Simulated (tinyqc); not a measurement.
Random telegraph noise from one oxide trap in a small MOSFET: one step of the calculation.

An acceptor-like trap exchanges electrons with the channel. Inversion charge Q = Cox u, u = n Vt W0(exp((Vg - VT)/(n Vt))), W0 the Lambert function, n = nf, Cox = eps0 eox/tox; linear regime Id = (W/L) mu Q Vd. Relative to threshold the surface potential rises by Vt ln(u/u0) and the oxide voltage by the rest of Vg - VT, with u0 = n Vt W0(1).

Question. Trap level, time constants and occupancy. N = Cox u/q; dpsi = Vt ln(u/u0); E = E0 - dpsi - (xt/tox)(Vg - VT - dpsi); capture time tc = 1/[(N/zi) vth s0 exp(-xt/lt - EB/Vt)]; emission time te = tc exp(-E/Vt); occupancy te/(tc + te).

Values chosen for this exercise; values of the order met in silicon transistors:

| symbol | value | unit | meaning |
|---|---|---|---|
| T | 350 | K | temperature |
| eox | 3.9 |  | relative permittivity of the gate insulator (close to silicon dioxide) |
| tox | 4.4 | nm | insulator thickness |
| xt | 1.7 | nm | depth of the trap from the channel interface |
| E0 | 0.18 | eV | trap level above the channel Fermi level at threshold |
| s0 | 2e-16 | cm^2 | capture prefactor |
| EB | 0.47 | eV | capture barrier (lattice relaxation) |
| lt | 0.15 | nm | tunnelling decay length |
| vth | 1.4e7 | cm/s | thermal velocity |
| zi | 2.1 | nm | thickness of the inversion layer |
| VT | 0.49 | V | threshold voltage |
| nf | 1.1 |  | body factor |
| Vg | 0.88 | V | gate voltage |

Constants: q = 1.602176634e-19 C, kB = 1.380649e-23 J/K, Vt = kB T/q, eps0 = 8.8541878128e-14 F/cm where lengths are in cm. Results are converted to the units shown.

Wanted: u; N; dpsi; E; tc; te; occupancy.

Answer.

u = 0.31530 V
N = 1.5444e12 cm^-2
dpsi = 0.085017 V
E = -0.022851 eV
tc = 23.768 s
te = 50.704 s
occupancy = 0.68084

The trap lies 0.76 Vt below the Fermi level, so it is filled most of the time.

Range of the model: VT is taken as given; short-channel effects and the uneven flow of current among few electrons are left out.

Computed by the program tinyqc: `OMP_NUM_THREADS=1 python tinyqc.py 2710076 2710077 out.jsonl`, one thread of a shared Intel Xeon 2.30GHz, about 0.01 s for the whole run.
